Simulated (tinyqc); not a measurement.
Trap density from swing and capacitance.

Question. In an MOS structure at one bias the subthreshold swing is S = Vt ln 10 (1 + (Cd + q Dit)/Cox) and 1/C_HF = 1/Cox + 1/Cd, Cox = 3.9 eps0/EOT. Find Cd and Dit.

Values chosen for this exercise:
- T = 300 K (temperature)
- EOT = 1.9 nm (equivalent oxide thickness)

Constants: q = 1.602176634e-19 C, kB = 1.380649e-23 J/K, Vt = kB T/q, eps0 = 8.8541878128e-14 F/cm where lengths are in cm. Results are converted to the units shown.

S = 61.668755 mV/decade
C_HF = 55.359845 nF/cm^2

Solution. C_HF gives Cd, and the swing gives Cd + q Dit.

Cd = 57.1 nF/cm^2
Dit = 5.19e10 cm^-2 eV^-1

Computed by the program tinyqc: `OMP_NUM_THREADS=1 python tinyqc.py 2030102 2030103 out.jsonl`, one thread of a shared Intel Xeon 2.30GHz, about 0.01 s for the whole run.
